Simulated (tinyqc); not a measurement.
Heated strip on a layer stack, thermal resistances with spreading: two steps of the calculation.

A long strip of width ws dissipates Pw per length on three layers over a heat sink. Heat is taken to spread at 45 degrees, so the width of the flow grows by twice the depth: w1 = ws + 2 t1, w2 = w1 + 2 t2, w3 = w2 + 2 t3 at the bottoms of the layers. This is a rule of thumb, not a solution of the heat equation.

Inputs (values chosen for the exercise); conductivities close to those of gallium nitride (layer 1), silicon (layer 2) and solder (layer 3):
- T0 = 300 K (heat-sink temperature)
- ws = 2.2 um (width of the heated strip)
- Pw = 0.56 W/mm (power per length of the strip)
- t1 = 2.7 um (thickness of layer 1)
- k1 = 153 W/(m K) (conductivity of layer 1)
- Rb = 4.2 m^2 K/GW (boundary resistance between layers 1 and 2)
- t2 = 75 um (thickness of layer 2)
- k2 = 152 W/(m K) (conductivity of layer 2 at 300 K)
- p = 1.5 (exponent in k2(T) = k2 (300 K/T)^p)
- t3 = 30 um (thickness of layer 3)
- k3 = 53.1 W/(m K) (conductivity of layer 3)

Problem 1. Thermal resistances. Resistances times length: layer i, ln(w_i/w_(i-1))/(2 k_i) with w0 = ws; boundary, Rb/w1.

Find: resistance times length.

Solution 1.

resistance times length (K mm/W): layer 1 4.0513, boundary 0.55263, layer 2 9.9734, layer 3 3.0376

The largest part, 56.6 % of the sum, is layer 2.

Problem 2. Temperatures. From the sink upward: Ta = T0 + Pw R3; across layer 2 the Kirchhoff transform gives Tb^(1-p) = Ta^(1-p) + (1 - p)(300 K)^(-p) Pw R2; Tc = Tb + Pw Rboundary; Tj = Tc + Pw R1. With constant k2, Tj would be T0 + Pw times the sum of the resistances.

resistance times length (K mm/W): layer 1 4.0512774, boundary 0.55263158, layer 2 9.9733945, layer 3 3.0376491

Wanted: temperatures; Tj with constant k2.

Solution 2.

temperatures (K): Ta 301.70, Tb 307.41, Tc 307.72, Tj 309.99
Tj with constant k2 = 309.86 K

The rise Tj - T0 is 9.99 K, 1.3 % above the value for constant k2.

Computed by the program tinyqc: `OMP_NUM_THREADS=1 python tinyqc.py 2520019 2520020 out.jsonl`, one thread of a shared Intel Xeon 2.30GHz, about 0.01 s for the whole run.
